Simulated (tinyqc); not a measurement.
Ballistic transport through the one-dimensional subbands of a rectangular nanowire or nanosheet channel: one step, computed by the program tinyqc.

Hard walls, parabolic subbands, transport along x. Energies are counted from the bulk conduction band edge at the top of the barrier, which the gate pulls down by U; the source Fermi level lies at the bulk edge when U = 0.

Question. Conductance, capacitance and scattering. Linear conductance G = (2 e^2/h) sum_i g f(eta_i), g = 2, f = 1/(1 + exp(-eta_i)), with the barrier frozen at the eta_i above; current per perimeter I/(2(a + b)); with scattering, transmission lambda/(lambda + L) and low-bias resistance (1 + L/lambda)/G.

Inputs (values chosen for the exercise, modelled on silicon):
```
quantity                                   value  unit
height a                                     4.6    nm
width b                                      5.3    nm
temperature T                                300     K
mean free path for back-scattering lambda    180    nm
channel length L                             130    nm
```

Valleys: silicon [100] wire.

Occupation:
```
subband      eta_i    n_i (1/nm)  I_i (microampere)
1         3.595536  4.168414e-01       1.451226e+01
2         2.890566  3.674351e-01       1.179628e+01
3         1.314324  2.364450e-01       6.218535e+00
4         1.172145  2.236161e-01       5.776518e+00
5         0.738017  4.025279e-01       4.521838e+00
6        -1.691890  3.308051e-02       6.771976e-01
7        -2.487697  1.590772e-02       3.197978e-01
8        -4.580531  2.061370e-03       4.085100e-02
9        -5.701540  6.751750e-04       1.336123e-02
10       -6.861744  2.119577e-04       4.192506e-03
```

ballistic current I = 43.88083 microampere

Constants: e = 1.602176634e-19 C; h = 6.62607015e-34 J s.

Give: open modes sum g f; ballistic conductance; current per perimeter; transmission; low-bias resistance with scattering.

Answer.

open modes sum g f = 8.792

ballistic conductance = 681.2 microsiemens

current per perimeter = 2216 microampere/micrometre

transmission = 0.5806

low-bias resistance with scattering = 2.528 kiloohm

Even without scattering the wire has h/(2 e^2 M) = 1.47 kiloohm, which sits in the contacts.
